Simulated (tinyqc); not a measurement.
Changing the reversing field h = H/H_K: single-domain magnet: Stoner-Wohlfarth switching, Neel-Arrhenius retention, LLG dynamics and spin torque. Computed by tinyqc, a small Python program. Command: `OMP_NUM_THREADS=1 python tinyqc.py 3013030 3013031 out.jsonl macro sweep`. One thread of a shared host (Intel(R) Xeon(R) Processor @ 2.30GHz), about 0.01 s of CPU time with the checks.

The moment is uniform, with unit vector m; z is the easy axis. mu_0 = 1.25663706212e-6 T m/A, gamma = 1.76085963023e11 rad/(s T).

Inputs (values chosen for the exercise, for a model magnet): saturation magnetisation M_s = 1230 kA/m; diameter d = 15 nm; aspect ratio p = 2.7; bulk anisotropy K_u = 100 kJ/m^3; exchange stiffness A = 30 pJ/m; temperature T = 300 K; attempt frequency f0 = 10 GHz; field angle psi from the easy axis = 30 degrees; waiting time t_w = 1e-08 s.

Shape: prolate spheroid, easy axis along it.

Constants: k_B = 1.380649e-23 J/K.

Method:
- N_z = [p ln(p + sqrt(p^2 - 1))/sqrt(p^2 - 1) - 1]/(p^2 - 1); V = pi d^3 p/6; K_eff = K_u + K_shape, K_shape = -(mu_0 M_s^2/4)(3 N_z - 1); mu_0 H_K = 2 K_eff/M_s.
- Delta = K_eff V/(k_B T); tau = exp(Delta)/f0; probability of a flip within t_w: P = 1 - exp(-t_w/tau). Wall width parameter sqrt(A/K_eff); a two-domain state costs 4 sqrt(A K_eff) times the cross-section that the wall cuts (pi d^2/4).
- Energy over K_eff V: e(theta) = sin^2(theta) + 2 h cos(theta - psi) for m at the angle theta from +z and a field that points at psi from -z (it pulls m away from +z towards negative theta); h_sw = (cos^(2/3) psi + sin^(2/3) psi)^(-3/2).
- The metastable minimum and the saddle are the two roots of e'(theta) = sin(2 theta) - 2 h sin(theta - psi) on either side of theta_c = -arctan(tan^(1/3) psi).

One run for each value; columns: (1) reversing field h = H/H_K; (2) barrier / (K_eff V); (3) barrier / (k_B T); (4) minimum theta (degrees); (5) saddle theta (degrees); (6) switching field h_sw:
```
(1)        (2)     (3)      (4)      (5)      (6)
0.020  0.94576  434.98   -0.583  -88.998  0.52402
0.079  0.79072  363.67   -2.430  -85.915  0.52402
0.140  0.63890  293.85   -4.571  -82.504  0.52402
0.200  0.49906  229.53   -6.958  -78.880  0.52402
0.260  0.36995  170.15   -9.700  -74.918  0.52402
0.310  0.27177  124.99  -12.342  -71.276  0.52402
0.370  0.16721   76.91  -16.116  -66.325  0.52402
0.430  0.08038   36.97  -20.952  -60.343  0.52402
0.490  0.01763    8.11  -28.197  -51.985  0.52402
```

Describe and explain the trends.

Over the rows, barrier / (K_eff V) falls from 0.946 to 0.0176 (exponent d ln y / d ln x -0.13 between the first rows and -12 between the last); barrier / (k_B T) falls from 435 to 8.11 (exponent d ln y / d ln x -0.13 between the first rows and -12 between the last). Minimum and saddle move towards each other and merge at h_sw, where the barrier vanishes.

Extremes, crossings and ranges named in words are read from the listed rows.
